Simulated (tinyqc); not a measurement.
# Short-channel transistor, virtual-source model with series resistance: several studies

The current per gate width is the charge at the top of the source barrier (the virtual source) times its velocity times a saturation function; al and be are fitting constants of the model. Units: I in uA/um, Rs in ohm um, so I Rs = 1e-6 I Rs in volts; Q in uC/cm^2, so I = 1e-4 Q vx0 Fsat with vx0 in cm/s.

Parameters, values chosen for the exercise: temperature T = 300 K; inversion capacitance Cinv = 2.04 uF/cm^2; velocity at the virtual source vx0 = 3.88e7 cm/s; apparent mobility mu = 600 cm^2/(V s); channel length L = 32 nm; threshold at zero drain voltage VT0 = 0.416 V; drain-induced barrier lowering dl = 0.169 V/V; subthreshold factor n0 = 1.54; growth of n with drain voltage nd = 0 1/V; threshold shift (in units of Vt) from weak to strong inversion al = 3.5; sharpness of saturation be = 1.6; series resistance of each contact Rs = 90 ohm um.

Constants: q = 1.602176634e-19 C, kB = 1.380649e-23 J/K, Vt = kB T/q. Results are converted to the units shown.

Each table varies one quantity; the others keep the values above.

## Effect of the apparent mobility on the on and off currents

Intrinsic voltages Vg' = Vgs - I Rs, Vd' = Vds - 2 I Rs. n = n0 + nd Vd', VT = VT0 - dl Vd', Ff = 1/(1 + exp((Vg' - VT + al Vt/2)/(al Vt))), Q = Cinv n Vt ln(1 + exp((Vg' - VT + al Vt Ff)/(n Vt))), Vdsat = (vx0 L/mu)(1 - Ff) + Vt Ff, Fsat = u/(1 + u^be)^(1/be) with u = Vd'/Vdsat, and I = Q vx0 Fsat per width. I is solved self-consistently. Ion is I at Vgs = Vds = 0.9 V, Ioff at Vgs = 0, Vds = 0.9 V, and Rlin = Vds/I at Vgs = 0.9 V, Vds = 0.05 V.

Results:
```
mu (cm^2/(V s))	Ion (uA/um)	Ioff (nA/um)	log10(Ion/Ioff)	Rlin (ohm um)
50	1063.1	3101.0	2.5351	825.02
85	1410.1	3204.5	2.6435	562.34
140	1734.6	3252.1	2.7270	414.20
410	2274.4	3289.1	2.8398	261.64
700	2424.8	3295.0	2.8668	228.23
1200	2509.1	3298.2	2.8812	208.33
2000	2549.0	3299.8	2.8879	197.08
```

Estimate the missing row, mu = 240 cm^2/(V s).

Computed row:
```
mu (cm^2/(V s))	Ion (uA/um)	Ioff (nA/um)	log10(Ion/Ioff)	Rlin (ohm um)
240	2042.4	3277.1	2.7947	318.06
```

With this row back in the table: As mu goes from 50 to 2000 cm^2/(V s), Ion rises from 1060 to 2550 uA/um, Ioff rises from 3100 to 3300 nA/um and Rlin falls from 825 to 197 ohm um. Ion changes by a factor of 2.40 and Ioff by 1.06. In every row the off current passes 1 uA/um, so the device is hardly off at Vgs = 0.

## Effect of the velocity at the virtual source on the on and off currents

Same model as above.

Effect of the velocity at the virtual source on the on and off currents:
```
vx0 (cm/s)	Ion (uA/um)	Ioff (nA/um)	log10(Ion/Ioff)	Rlin (ohm um)
5e6	576.54	428.81	3.1286	246.98
7.1e6	781.24	608.53	3.1085	241.77
1e7	1033.9	856.34	3.0818	239.13
1.4e7	1333.6	1197.4	3.0468	237.70
2e7	1696.8	1707.6	2.9973	236.85
2.8e7	2058.1	2384.8	2.9360	236.40
4e7	2417.9	3394.3	2.8527	236.12
```

As vx0 goes from 5e6 to 4e7 cm/s, Ion rises from 577 to 2420 uA/um, Ioff rises from 429 to 3390 nA/um and Rlin falls from 247 to 236 ohm um. Ion changes by a factor of 4.19 and Ioff by 7.92. For vx0 = 1.4e7 to 4e7 cm/s the off current passes 1 uA/um, so the device is hardly off at Vgs = 0.

## Effect of the series resistance of each contact on the on and off currents

Same model as above.

Effect of the series resistance of each contact on the on and off currents:
```
Rs (ohm um)	Ion (uA/um)	Ioff (nA/um)	log10(Ion/Ioff)	Rlin (ohm um)
0	4757	3324	3.156	56.30
25	3734	3316	3.052	105.9
50	3070	3307	2.968	156.0
100	2264	3290	2.838	256.2
150	1793	3274	2.739	356.3
200	1486	3258	2.659	456.4
300	1108	3226	2.536	656.5
400	884.6	3195	2.442	856.5
```

As Rs goes from 0 to 400 ohm um, Ion falls from 4760 to 885 uA/um, Ioff falls from 3320 to 3200 nA/um and Rlin rises from 56.3 to 857 ohm um. Ion changes by a factor of 0.186 and Ioff by 0.961. In every row the off current passes 1 uA/um, so the device is hardly off at Vgs = 0.

Program tinyqc, `OMP_NUM_THREADS=1 python tinyqc.py 2380099 2380100 out.jsonl`; Intel Xeon 2.30GHz, shared host, one thread, about 0.01 s.
